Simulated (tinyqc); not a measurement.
Minority-electron transport through the base of a bipolar transistor (Moll-Ross and Kroemer integrals): one step, computed by the program tinyqc. Command: `OMP_NUM_THREADS=1 python tinyqc.py 3008791 3008792 out.jsonl base walk`. One thread of a shared host (Intel(R) Xeon(R) Processor @ 2.30GHz), about 0.01 s of CPU time with the checks.

Low injection, one dimension, x from the emitter edge (0) to the collector edge (W), s = x/W. Recombination is treated as a small correction (valid for tau_B well below tau_n), computed from the stored charge.

Task: Gain and speed. Emitter-limited gain beta_E = G_E/G_B; recombination-limited gain beta_R = tau_n/tau_B; 1/beta = 1/beta_E + 1/beta_R; f_T from the base alone = 1/(2 pi tau_B).

Inputs (values chosen for the exercise, modelled on SiGe): electron lifetime tau_n = 0.31 ns; emitter Gummel number G_E = 1.1e+14 s/cm^4; temperature T = 300 K.

Base doping profile: uniform. Gap grading: linear. Exit of the base: infinite sink.

base Gummel number G_B = 7.889654e+13 s/cm^4

base transit time tau_B = 32.93719 ps

Give: beta_E; beta_R; current gain beta; f_T from the base alone.

Result:

beta_E = 1.394

beta_R = 9.412

current gain beta = 1.214

f_T from the base alone = 4.832 GHz

The gain is limited mainly by hole injection into the emitter (87 % of the base current).
